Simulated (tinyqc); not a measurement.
Ballistic Schottky-barrier transistor with a two-dimensional channel, WKB contacts: one step of the calculation.

Source Fermi level 0, drain Fermi level -Vd. Far from the contacts Ec = pn - psi, and the gate moves psi one to one; the band edges relax as exp(-x/lam) from pn at the source and pn - Vd at the drain; Ev = Ec - Eg. A carrier of energy w inside the channel band meets at a contact a barrier of height D (the contact edge beyond the channel edge): T = 1 for w >= D, else exp(-S), S = 4 lam sqrt(m/C) [sqrt(D - w) - sqrt(w) arctan sqrt((D - w)/w)], C = hbar^2/(2 m0). The two contacts combine as Ts Td/(Ts + Td - Ts Td).

Question. Transmission of one of the electrons. S and T at both contacts for w = w0, and the tunnelling distance lam ln(D/w) at the higher barrier.

Inputs (values chosen for the exercise); channel values close to those of a black phosphorus layer: electron mass mn = 0.16 m0; screening length at the contacts lam = 4.7 nm; energy of one carrier inside the channel band w0 = 0.28 eV.

Constants: q = 1.602176634e-19 C, hbar = 1.054571817e-34 J s, m0 = 9.1093837015e-31 kg, hbar^2/(2 m0) = 0.0380998212 eV nm^2. Results are converted to the units shown.

D for electrons (eV): source 0.36000000, drain -0.34000000

Give: S at the source; S at the drain; combined T; tunnelling distance.

Answer.

S at the source = 0.8896
S at the drain = 0
combined T = 0.4108
tunnelling distance = 1.181 nm

Range of the model: No scattering, image-force lowering, channel charge or band-to-band tunnelling; parabolic kappa overstates S deep in the gap.

Numbers from tinyqc (`OMP_NUM_THREADS=1 python tinyqc.py 2390023 2390024 out.jsonl`; about 0.3 s on one thread of a shared Intel Xeon 2.30GHz).
